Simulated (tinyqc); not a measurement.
UHF in the 3-21g basis, for H2, spin multiplicity 1, step by step. Computed by tinyqc, a small Python program that keeps every step (integrals from PySCF). Settings: charge = 0, multiplicity = 1, basis = 3-21g, energy threshold = 1e-08, iteration cap = 80, orthogonalisation = canonical, start = core, DIIS depth = 4, DIIS from iteration = 3, method = UHF, break = 0.2. Command: `OMP_NUM_THREADS=1 python tinyqc.py 22594 22595 out.jsonl` (the two numbers bound the seeds that draw the settings). One thread of a shared host (Intel(R) Xeon(R) Processor @ 2.60GHz), about 0.09 s of CPU time with the checks. Later iterations appear only in the table of the cycle.

## One-electron integrals

Geometry (angstrom):
```
atom       x       y       z
H     0.0000  0.0000  0.0000
H     0.0000  0.0000  1.2960
```

Basis 3-21g: exponents (1/bohr^2) and contraction coefficients of normalised primitives:
```
element  l (shell)  exponent  coefficient
H            s (1)    5.4472       0.1563
H            s (1)    0.8245       0.9047
H            s (2)    0.1832       1.0000
```

Overlap, kinetic and nuclear-attraction integrals over the contracted functions; the nuclear repulsion is the sum of Za Zb / Rab.

nuclear repulsion = 0.408316 hartree

overlap S:
```
        1H 1s   1H 2s   2H 1s   2H 2s
1H 1s  1.0000  0.6459  0.0712  0.2608
1H 2s  0.6459  1.0000  0.2608  0.5773
2H 1s  0.0712  0.2608  1.0000  0.6459
2H 2s  0.2608  0.5773  0.6459  1.0000
```

kinetic energy T (hartree):
```
         1H 1s   1H 2s    2H 1s   2H 2s
1H 1s   1.5494  0.2932  -0.0639  0.0467
1H 2s   0.2932  0.2748   0.0467  0.1005
2H 1s  -0.0639  0.0467   1.5494  0.2932
2H 2s   0.0467  0.1005   0.2932  0.2748
```

nuclear attraction V (hartree):
```
         1H 1s    1H 2s    2H 1s    2H 2s
1H 1s  -2.1292  -1.0463  -0.1158  -0.4237
1H 2s  -1.0463  -1.0766  -0.4237  -0.6652
2H 1s  -0.1158  -0.4237  -2.1292  -1.0463
2H 2s  -0.4237  -0.6652  -1.0463  -1.0766
```

core Hamiltonian H = T + V (hartree):
```
         1H 1s    1H 2s    2H 1s    2H 2s
1H 1s  -0.5798  -0.7531  -0.1797  -0.3770
1H 2s  -0.7531  -0.8018  -0.3770  -0.5646
2H 1s  -0.1797  -0.3770  -0.5798  -0.7531
2H 2s  -0.3770  -0.5646  -0.7531  -0.8018
```

## Two-electron integrals

Functions are numbered as in S; the eight-fold symmetry (ij|kl) = (ji|kl) = (kl|ij) leaves the list below.

Two-electron integrals (ij|kl) in chemists' order, unique and non-zero (hartree):
```
(11|11) 1.1401   (21|11) 0.6114   (21|21) 0.3452   (22|11) 0.6264
(22|21) 0.3803   (22|22) 0.4830   (31|11) 0.0525   (31|21) 0.0315
(31|22) 0.0382   (31|31) 0.0052   (32|11) 0.1265   (32|21) 0.0801
(32|22) 0.1114   (32|31) 0.0147   (32|32) 0.0558   (33|11) 0.4079
(33|21) 0.2624   (33|22) 0.3859   (33|31) 0.0525   (33|32) 0.2360
(33|33) 1.1401   (41|11) 0.2360   (41|21) 0.1346   (41|22) 0.1509
(41|31) 0.0147   (41|32) 0.0382   (41|33) 0.1265   (41|41) 0.0558
(42|11) 0.3128   (42|21) 0.1930   (42|22) 0.2553   (42|31) 0.0254
(42|32) 0.0836   (42|33) 0.3128   (42|41) 0.0836   (42|42) 0.1610
(43|11) 0.2624   (43|21) 0.1682   (43|22) 0.2450   (43|31) 0.0315
(43|32) 0.1346   (43|33) 0.6114   (43|41) 0.0801   (43|42) 0.1930
(43|43) 0.3452   (44|11) 0.3859   (44|21) 0.2450   (44|22) 0.3519
(44|31) 0.0382   (44|32) 0.1509   (44|33) 0.6264   (44|41) 0.1114
(44|42) 0.2553   (44|43) 0.3803   (44|44) 0.4830
```

## Orthogonalisation

S = U s U^T; canonical form X = U s^(-1/2), so that X^T S X = 1. Each column of U has its largest component positive (the first on a tie).

eigenvalues of S: 0.2150  0.3829  1.1366  2.2656

X:
```
             1        2        3       4
1H 1s  -0.7241   0.9102   0.5838  0.2840
1H 2s   1.3422  -0.6910   0.3149  0.3742
2H 1s   0.7241   0.9102  -0.5838  0.2840
2H 2s  -1.3422  -0.6910  -0.3149  0.3742
```

## Starting guess

The start is the orbitals of the core Hamiltonian, with HOMO and LUMO mixed by +/-0.2 rad for the two spins; D(s) = C_occ C_occ^T for each spin.

D(alpha) at the start:
```
        1H 1s   1H 2s   2H 1s   2H 2s
1H 1s  0.1250  0.1772  0.0780  0.0775
1H 2s  0.1772  0.2511  0.1105  0.1098
2H 1s  0.0780  0.1105  0.0486  0.0483
2H 2s  0.0775  0.1098  0.0483  0.0480
```

D(beta) at the start:
```
        1H 1s   1H 2s   2H 1s   2H 2s
1H 1s  0.0486  0.0483  0.0780  0.1105
1H 2s  0.0483  0.0480  0.0775  0.1098
2H 1s  0.0780  0.0775  0.1250  0.1772
2H 2s  0.1105  0.1098  0.1772  0.2511
```

## Iteration 1: building the Fock matrix

J_ij = sum D_kl (ij|kl) with D = D(alpha) + D(beta), K_ij = sum D_kl (ik|jl) for each spin; F = H + J - K(s); E = tr D H + tr D J / 2 - 0.5 sum_s tr D(s) K(s) + E_nn.

Coulomb J (hartree):
```
        1H 1s   1H 2s   2H 1s   2H 2s
1H 1s  1.2558  0.7456  0.0933  0.3149
1H 2s  0.7456  0.9301  0.3149  0.5769
2H 1s  0.0933  0.3149  1.2558  0.7456
2H 2s  0.3149  0.5769  0.7456  0.9301
```

exchange K(alpha) (hartree):
```
        1H 1s   1H 2s   2H 1s   2H 2s
1H 1s  0.5315  0.4497  0.1757  0.2831
1H 2s  0.4497  0.4408  0.2167  0.3114
2H 1s  0.1757  0.2167  0.2458  0.2377
2H 2s  0.2831  0.3114  0.2377  0.2822
```

exchange K(beta) (hartree):
```
        1H 1s   1H 2s   2H 1s   2H 2s
1H 1s  0.2458  0.2377  0.1757  0.2167
1H 2s  0.2377  0.2822  0.2831  0.3114
2H 1s  0.1757  0.2831  0.5315  0.4497
2H 2s  0.2167  0.3114  0.4497  0.4408
```

F(alpha) (hartree):
```
         1H 1s    1H 2s    2H 1s    2H 2s
1H 1s   0.1444  -0.4572  -0.2621  -0.3452
1H 2s  -0.4572  -0.3124  -0.2788  -0.2992
2H 1s  -0.2621  -0.2788   0.4302  -0.2453
2H 2s  -0.3452  -0.2992  -0.2453  -0.1539
```

F(beta) (hartree):
```
         1H 1s    1H 2s    2H 1s    2H 2s
1H 1s   0.4302  -0.2453  -0.2621  -0.2788
1H 2s  -0.2453  -0.1539  -0.3452  -0.2992
2H 1s  -0.2621  -0.3452   0.1444  -0.4572
2H 2s  -0.2788  -0.2992  -0.4572  -0.3124
```

total energy of this density = -1.019896 hartree

## Iteration 1: diagonalisation and new density

Diagonalise F' = X^T F X, C = X C', fill 1 alpha and 1 beta electrons from the bottom; D(s) = C_occ C_occ^T. Each column has its largest component positive (the first on a tie).

F' = X^T F X (alpha) (hartree):
```
         1        2        3        4
1   0.9664   0.0183  -0.4521  -0.0010
2   0.0183   1.2020  -0.0468   0.0969
3  -0.4521  -0.0468   0.3587  -0.1399
4  -0.0010   0.0969  -0.1399  -0.4270
```

orbital energies (alpha) (hartree): MO1 -0.4607, MO2 0.1420, MO3 1.1675, MO4 1.2515

coefficients C (alpha):
```
          MO1      MO2      MO3      MO4
1H 1s  0.2997  -0.1473   1.2894   0.0063
1H 2s  0.5505  -0.7904  -1.2360   0.2505
2H 1s  0.1604   0.1749   0.0105   1.3106
2H 2s  0.2520   1.0095   0.2683  -1.1677
```

F' = X^T F X (beta) (hartree):
```
         1        2        3        4
1   0.9664  -0.0183  -0.4521   0.0010
2  -0.0183   1.2020   0.0468   0.0969
3  -0.4521   0.0468   0.3587   0.1399
4   0.0010   0.0969   0.1399  -0.4270
```

orbital energies (beta) (hartree): MO1 -0.4607, MO2 0.1420, MO3 1.1675, MO4 1.2515

coefficients C (beta):
```
          MO1      MO2      MO3      MO4
1H 1s  0.1604   0.1749   0.0105   1.3106
1H 2s  0.2520   1.0095   0.2683  -1.1677
2H 1s  0.2997  -0.1473   1.2894   0.0063
2H 2s  0.5505  -0.7904  -1.2360   0.2505
```

D(alpha) after iteration 1:
```
        1H 1s   1H 2s   2H 1s   2H 2s
1H 1s  0.0898  0.1650  0.0481  0.0755
1H 2s  0.1650  0.3031  0.0883  0.1388
2H 1s  0.0481  0.0883  0.0257  0.0404
2H 2s  0.0755  0.1388  0.0404  0.0635
```

D(beta) after iteration 1:
```
        1H 1s   1H 2s   2H 1s   2H 2s
1H 1s  0.0257  0.0404  0.0481  0.0883
1H 2s  0.0404  0.0635  0.0755  0.1388
2H 1s  0.0481  0.0755  0.0898  0.1650
2H 2s  0.0883  0.1388  0.1650  0.3031
```

## Iteration 2: building the Fock matrix

As before.

Coulomb J (hartree):
```
        1H 1s   1H 2s   2H 1s   2H 2s
1H 1s  1.2114  0.7246  0.0907  0.3063
1H 2s  0.7246  0.9149  0.3063  0.5670
2H 1s  0.0907  0.3063  1.2114  0.7246
2H 2s  0.3063  0.5670  0.7246  0.9149
```

exchange K(alpha) (hartree):
```
        1H 1s   1H 2s   2H 1s   2H 2s
1H 1s  0.4973  0.4383  0.1618  0.2755
1H 2s  0.4383  0.4487  0.2050  0.3147
2H 1s  0.1618  0.2050  0.2117  0.2200
2H 2s  0.2755  0.3147  0.2200  0.2811
```

exchange K(beta) (hartree):
```
        1H 1s   1H 2s   2H 1s   2H 2s
1H 1s  0.2117  0.2200  0.1618  0.2050
1H 2s  0.2200  0.2811  0.2755  0.3147
2H 1s  0.1618  0.2755  0.4973  0.4383
2H 2s  0.2050  0.3147  0.4383  0.4487
```

F(alpha) (hartree):
```
         1H 1s    1H 2s    2H 1s    2H 2s
1H 1s   0.1343  -0.4668  -0.2508  -0.3462
1H 2s  -0.4668  -0.3356  -0.2758  -0.3123
2H 1s  -0.2508  -0.2758   0.4199  -0.2486
2H 2s  -0.3462  -0.3123  -0.2486  -0.1681
```

F(beta) (hartree):
```
         1H 1s    1H 2s    2H 1s    2H 2s
1H 1s   0.4199  -0.2486  -0.2508  -0.2758
1H 2s  -0.2486  -0.1681  -0.3462  -0.3123
2H 1s  -0.2508  -0.3462   0.1343  -0.4668
2H 2s  -0.2758  -0.3123  -0.4668  -0.3356
```

total energy of this density = -1.034963 hartree

## Iteration 2: diagonalisation and new density

As before.

F' = X^T F X (alpha) (hartree):
```
         1        2        3        4
1   0.9529   0.0186  -0.4470  -0.0035
2   0.0186   1.1872  -0.0412   0.1123
3  -0.4470  -0.0412   0.3374  -0.1434
4  -0.0035   0.1123  -0.1434  -0.4380
```

orbital energies (alpha) (hartree): MO1 -0.4756, MO2 0.1289, MO3 1.1530, MO4 1.2332

coefficients C (alpha):
```
          MO1      MO2      MO3      MO4
1H 1s  0.2920  -0.1490   1.2896   0.0611
1H 2s  0.5626  -0.7816  -1.2439   0.2082
2H 1s  0.1496   0.1820  -0.0407   1.3104
2H 2s  0.2515   1.0051   0.3199  -1.1586
```

F' = X^T F X (beta) (hartree):
```
         1        2        3        4
1   0.9529  -0.0186  -0.4470   0.0035
2  -0.0186   1.1872   0.0412   0.1123
3  -0.4470   0.0412   0.3374   0.1434
4   0.0035   0.1123   0.1434  -0.4380
```

orbital energies (beta) (hartree): MO1 -0.4756, MO2 0.1289, MO3 1.1530, MO4 1.2332

coefficients C (beta):
```
          MO1      MO2      MO3      MO4
1H 1s  0.1496   0.1820  -0.0407   1.3104
1H 2s  0.2515   1.0051   0.3199  -1.1586
2H 1s  0.2920  -0.1490   1.2896   0.0611
2H 2s  0.5626  -0.7816  -1.2439   0.2082
```

D(alpha) after iteration 2:
```
        1H 1s   1H 2s   2H 1s   2H 2s
1H 1s  0.0853  0.1643  0.0437  0.0734
1H 2s  0.1643  0.3166  0.0842  0.1415
2H 1s  0.0437  0.0842  0.0224  0.0376
2H 2s  0.0734  0.1415  0.0376  0.0632
```

D(beta) after iteration 2:
```
        1H 1s   1H 2s   2H 1s   2H 2s
1H 1s  0.0224  0.0376  0.0437  0.0842
1H 2s  0.0376  0.0632  0.0734  0.1415
2H 1s  0.0437  0.0734  0.0853  0.1643
2H 2s  0.0842  0.1415  0.1643  0.3166
```

## Iteration 3: building the Fock matrix

As before.

Coulomb J (hartree):
```
        1H 1s   1H 2s   2H 1s   2H 2s
1H 1s  1.2043  0.7212  0.0903  0.3048
1H 2s  0.7212  0.9123  0.3048  0.5653
2H 1s  0.0903  0.3048  1.2043  0.7212
2H 2s  0.3048  0.5653  0.7212  0.9123
```

exchange K(alpha) (hartree):
```
        1H 1s   1H 2s   2H 1s   2H 2s
1H 1s  0.4947  0.4385  0.1589  0.2742
1H 2s  0.4385  0.4513  0.2017  0.3142
2H 1s  0.1589  0.2017  0.2033  0.2143
2H 2s  0.2742  0.3142  0.2143  0.2781
```

exchange K(beta) (hartree):
```
        1H 1s   1H 2s   2H 1s   2H 2s
1H 1s  0.2033  0.2143  0.1589  0.2017
1H 2s  0.2143  0.2781  0.2742  0.3142
2H 1s  0.1589  0.2742  0.4947  0.4385
2H 2s  0.2017  0.3142  0.4385  0.4513
```

F(alpha) (hartree):
```
         1H 1s    1H 2s    2H 1s    2H 2s
1H 1s   0.1298  -0.4704  -0.2483  -0.3464
1H 2s  -0.4704  -0.3408  -0.2738  -0.3136
2H 1s  -0.2483  -0.2738   0.4212  -0.2463
2H 2s  -0.3464  -0.3136  -0.2463  -0.1676
```

F(beta) (hartree):
```
         1H 1s    1H 2s    2H 1s    2H 2s
1H 1s   0.4212  -0.2463  -0.2483  -0.2738
1H 2s  -0.2463  -0.1676  -0.3464  -0.3136
2H 1s  -0.2483  -0.3464   0.1298  -0.4704
2H 2s  -0.2738  -0.3136  -0.4704  -0.3408
```

total energy of this density = -1.035455 hartree

## Iteration 3: diagonalisation and new density

As before.

F' = X^T F X (alpha) (hartree):
```
         1        2        3        4
1   0.9506   0.0190  -0.4462  -0.0045
2   0.0190   1.1845  -0.0410   0.1147
3  -0.4462  -0.0410   0.3333  -0.1471
4  -0.0045   0.1147  -0.1471  -0.4388
```

orbital energies (alpha) (hartree): MO1 -0.4785, MO2 0.1274, MO3 1.1498, MO4 1.2309

coefficients C (alpha):
```
          MO1      MO2      MO3      MO4
1H 1s  0.2921  -0.1483   1.2893   0.0678
1H 2s  0.5678  -0.7770  -1.2453   0.2033
2H 1s  0.1464   0.1832  -0.0468   1.3103
2H 2s  0.2468   1.0061   0.3265  -1.1569
```

F' = X^T F X (beta) (hartree):
```
         1        2        3        4
1   0.9506  -0.0190  -0.4462   0.0045
2  -0.0190   1.1845   0.0410   0.1147
3  -0.4462   0.0410   0.3333   0.1471
4   0.0045   0.1147   0.1471  -0.4388
```

orbital energies (beta) (hartree): MO1 -0.4785, MO2 0.1274, MO3 1.1498, MO4 1.2309

coefficients C (beta):
```
          MO1      MO2      MO3      MO4
1H 1s  0.1464   0.1832  -0.0468   1.3103
1H 2s  0.2468   1.0061   0.3265  -1.1569
2H 1s  0.2921  -0.1483   1.2893   0.0678
2H 2s  0.5678  -0.7770  -1.2453   0.2033
```

D(alpha) after iteration 3:
```
        1H 1s   1H 2s   2H 1s   2H 2s
1H 1s  0.0853  0.1659  0.0428  0.0721
1H 2s  0.1659  0.3224  0.0831  0.1402
2H 1s  0.0428  0.0831  0.0214  0.0361
2H 2s  0.0721  0.1402  0.0361  0.0609
```

D(beta) after iteration 3:
```
        1H 1s   1H 2s   2H 1s   2H 2s
1H 1s  0.0214  0.0361  0.0428  0.0831
1H 2s  0.0361  0.0609  0.0721  0.1402
2H 1s  0.0428  0.0721  0.0853  0.1659
2H 2s  0.0831  0.1402  0.1659  0.3224
```

## Iteration 10 (converged): orbitals

converged F(alpha) (hartree):
```
         1H 1s    1H 2s    2H 1s    2H 2s
1H 1s   0.0926  -0.4961  -0.2407  -0.3480
1H 2s  -0.4961  -0.3573  -0.2572  -0.3053
2H 1s  -0.2407  -0.2572   0.4582  -0.2151
2H 2s  -0.3480  -0.3053  -0.2151  -0.1403
```

converged F(beta) (hartree):
```
         1H 1s    1H 2s    2H 1s    2H 2s
1H 1s   0.4582  -0.2151  -0.2407  -0.2572
1H 2s  -0.2151  -0.1403  -0.3480  -0.3053
2H 1s  -0.2407  -0.3480   0.0926  -0.4961
2H 2s  -0.2572  -0.3053  -0.4961  -0.3573
```

As before.

F' = X^T F X (alpha) (hartree):
```
         1        2        3        4
1   0.9504   0.0238  -0.4474  -0.0056
2   0.0238   1.1843  -0.0516   0.1145
3  -0.4474  -0.0516   0.3239  -0.1844
4  -0.0056   0.1145  -0.1844  -0.4294
```

orbital energies (alpha) (hartree): MO1 -0.4872, MO2 0.1352, MO3 1.1398, MO4 1.2415

coefficients C (alpha):
```
          MO1      MO2      MO3      MO4
1H 1s  0.3094  -0.1387   1.2867   0.0597
1H 2s  0.5979  -0.7411  -1.2520   0.2098
2H 1s  0.1285   0.1812  -0.0380   1.3128
2H 2s  0.2015   1.0251   0.3217  -1.1503
```

F' = X^T F X (beta) (hartree):
```
         1        2        3        4
1   0.9504  -0.0238  -0.4474   0.0056
2  -0.0238   1.1843   0.0516   0.1145
3  -0.4474   0.0516   0.3239   0.1844
4   0.0056   0.1145   0.1844  -0.4294
```

orbital energies (beta) (hartree): MO1 -0.4872, MO2 0.1352, MO3 1.1398, MO4 1.2415

coefficients C (beta):
```
          MO1      MO2      MO3      MO4
1H 1s  0.1285   0.1812  -0.0380   1.3128
1H 2s  0.2015   1.0251   0.3217  -1.1503
2H 1s  0.3094  -0.1387   1.2867   0.0597
2H 2s  0.5979  -0.7411  -1.2520   0.2098
```

D(alpha) after iteration 10:
```
        1H 1s   1H 2s   2H 1s   2H 2s
1H 1s  0.0957  0.1850  0.0397  0.0623
1H 2s  0.1850  0.3574  0.0768  0.1205
2H 1s  0.0397  0.0768  0.0165  0.0259
2H 2s  0.0623  0.1205  0.0259  0.0406
```

D(beta) after iteration 10:
```
        1H 1s   1H 2s   2H 1s   2H 2s
1H 1s  0.0165  0.0259  0.0397  0.0768
1H 2s  0.0259  0.0406  0.0623  0.1205
2H 1s  0.0397  0.0623  0.0957  0.1850
2H 2s  0.0768  0.1205  0.1850  0.3574
```

## Convergence

Stop when the energy changes by less than 1e-08 hartree and every element of the error matrix X^T (F D S - S D F) X (for each spin) is below 3e-05.

Course of the cycle:
```
iteration  E (hartree)     change  largest element of the error matrix
1            -1.019896          -                             1.01e-01
2            -1.034963  -1.51e-02                             1.60e-02
3            -1.035455  -4.93e-04                             3.99e-03
4            -1.035558  -1.02e-04                             3.70e-03
5            -1.035659  -1.01e-04                             3.37e-03
6            -1.035958  -3.00e-04                             1.33e-03
7            -1.035986  -2.80e-05                             7.33e-04
8            -1.035998  -1.12e-05                             2.07e-04
9            -1.035998  -8.99e-07                             4.88e-06
10           -1.035998  -4.86e-10                             9.78e-07
```

PySCF UHF in the same basis, after a stability check = -1.035998 hartree

Converged in 10 iterations.

## Populations, bond orders and dipole

Mulliken: Z minus the diagonal of D S on the atom; Loewdin: the same with S^(1/2) D S^(1/2); Mayer order: 2 sum_s sum (D(s) S)_ij (D(s) S)_ji over the two atoms.

Charges (e):
```
atom  Mulliken  Loewdin  Mulliken spin
1H           0        0         0.6016
2H           0        0        -0.6016
```

Mayer bond orders:
```
pair   order
2-1   0.6380
```

dipole moment about the origin, x y z (debye): 0.0000  0.0000  0.0000

<S^2> of the determinant (pure state: 0) = 0.2810
